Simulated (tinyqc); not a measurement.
Dopants and charged point defects at anneal temperature: Fermi-level effect, clustering and pairing: one step, computed by the program tinyqc. Command: `OMP_NUM_THREADS=1 python tinyqc.py 3011011 3011012 out.jsonl pairing walk`. One thread of a shared host (Intel(R) Xeon(R) Processor @ 2.30GHz), about 0.01 s of CPU time with the checks.

Boltzmann statistics and full ionisation of active dopants. Energies are counted from the valence band; the defect (a vacancy or self-interstitial) has five charge states, with all degeneracy factors one.

Task: Pairing in storage. An oppositely charged mobile impurity (density M) pairs with the dopant: pairs/free = Z (N_2/N_s) exp(E_b/k_B T_2) for M << N_2; capture radius R = e^2/(4 pi eps eps_0 k_B T_2); D_m = D_0 exp(-E_m/k_B T_2); association rate 4 pi R D_m N_2; dissociation rate = association rate/(pairs/free); tau = 1/(sum of both). Trapping slows long-range motion to D_m/(1 + pairs/free).

Inputs (values chosen for the exercise, with bands modelled on silicon):
```
quantity                                        value    unit
site density N_s                                4e+22   cm^-3
pair binding energy E_b                          0.46      eV
pair configurations Z                               4       -
storage temperature T_2                           330       K
impurity diffusion prefactor D_0                0.001  cm^2/s
impurity migration energy E_m                    0.64      eV
dielectric constant eps                          11.4       -
active dopant density in the stored part N_2  5.6e+15   cm^-3
```

Dopant: donor. Second part: pairing with a mobile impurity.

Constants: k_B = 8.617333262e-05 eV/K; e^2/(4 pi eps_0) = 14.39964548 eV angstrom.

Give: pairs/free; paired share; capture radius R; D_m; pairing time constant; effective diffusivity of the impurity.

Result:

pairs/free = 5.934

paired share = 0.8558

capture radius R = 44.42 angstrom

D_m = 1.682e-13 cm^2/s

pairing time constant = 162.7 s

effective diffusivity of the impurity = 2.426e-14 cm^2/s
